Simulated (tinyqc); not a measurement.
## p-n diode, drift-diffusion by the Gummel loop with Scharfetter-Gummel fluxes: effect of the hole mobility at fixed bias

Abrupt junction at x = 0, p side from -Lp, n side to Ln, ohmic contacts. psi is counted from the intrinsic level; n = ni exp((psi - phin)/Vt), p = ni exp((phip - psi)/Vt). Contacts: p side psi = V - Vt ln(Na/ni), p = Na, n = ni^2/Na; n side psi = Vt ln(Nd/ni), n = Nd, p = ni^2/Nd. Constant mobilities, D = mu Vt, Boltzmann statistics, SRH recombination through a mid-gap level, U = (n p - ni^2)/(tp (n + ni) + tn (p + ni)). Current is positive from the p contact to the n contact.

ni = sqrt(Nc Nv) exp(-Eg/(2 Vt)), Eg in volts. Poisson and both continuity equations are solved self-consistently with Scharfetter-Gummel fluxes on a graded mesh of 500 nodes. J_scr is q times the integral of U between -xp and xn. Ideal diffusion current J_id = q ni^2 [Dn coth(wp/Le)/(Le Na) + Dp coth(wn/Lh)/(Lh Nd)] (exp(V/Vt) - 1), Le = sqrt(Dn tn), Lh = sqrt(Dp tp), wp = Lp - xp, wn = Ln - xn, with xp and xn from the depletion approximation (W = sqrt(2 eps0 eps_r (Vbi - V)(1/Na + 1/Nd)/q), xp = W Nd/(Na + Nd), xn = W Na/(Na + Nd), Vbi = Vt ln(Na Nd/ni^2)). Ideality factor = 0.004 V/(Vt ln[J(V + 0.004 V)/J(V)]).

Inputs (values chosen for the exercise); band and dielectric values close to those of cadmium telluride:
```
symbol,value,unit,meaning
T,350,K,temperature
Eg,1.47,eV,band gap
eps_r,10.1,,relative permittivity
Nc,9.98e17,cm^-3,conduction-band density of states at T
Nv,2.31e19,cm^-3,valence-band density of states at T
Na,7e16,cm^-3,acceptor density of the p side
Nd,2.5e17,cm^-3,donor density of the n side
mun,480,cm^2/(V s),electron mobility
tn,4e-7,s,SRH lifetime of electrons
tp,8e-7,s,SRH lifetime of holes
Lp,0.46,um,length of the p side
Ln,0.8,um,length of the n side
G,0,cm^-3 s^-1,uniform generation rate
V,0.72,V,bias of the p contact
```

Constants: q = 1.602176634e-19 C, kB = 1.380649e-23 J/K, Vt = kB T/q, eps0 = 8.8541878128e-14 F/cm where lengths are in cm. Results are converted to the units shown.

The same in every row: larger minority/doping at -xp and xn = 1.14e-7.

Results:
```
mup (cm^2/(V s))  J (A/cm^2)  ideality factor  J_scr/J (%)  J_id (A/cm^2)  share recombining at the contacts (%)
4                    3.20e-4             1.01         1.14        3.21e-4                                   98.8
11                   3.21e-4             1.01         1.14        3.21e-4                                   98.8
18                   3.22e-4             1.01         1.14        3.22e-4                                   98.8
29                   3.23e-4             1.01         1.13        3.23e-4                                   98.9
49                   3.24e-4             1.01         1.13        3.25e-4                                   98.9
80                   3.27e-4             1.01         1.12        3.28e-4                                   98.9
```

Estimate the missing row, mup = 6.6 cm^2/(V s).

Computed row:
```
mup (cm^2/(V s))  J (A/cm^2)  ideality factor  J_scr/J (%)  J_id (A/cm^2)  share recombining at the contacts (%)
6.6                  3.21e-4             1.01         1.14        3.21e-4                                   98.8
```

With this row back in the table: As mup rises from 4 to 80, J rises from 3.20e-4 to 3.27e-4 A/cm^2, the share of the depleted layer falls from 1.14 to 1.12 % and the share lost at the contacts stays near 98.9 %. The exponent d ln J/d ln mup is 0.00 between the first two rows and 0.02 between the last two. J less J_scr is 1.2 % below J_id in the last row.

Program tinyqc, `OMP_NUM_THREADS=1 python tinyqc.py 2240144 2240145 out.jsonl`; Intel Xeon 2.30GHz, shared host, one thread, about 0.2 s.
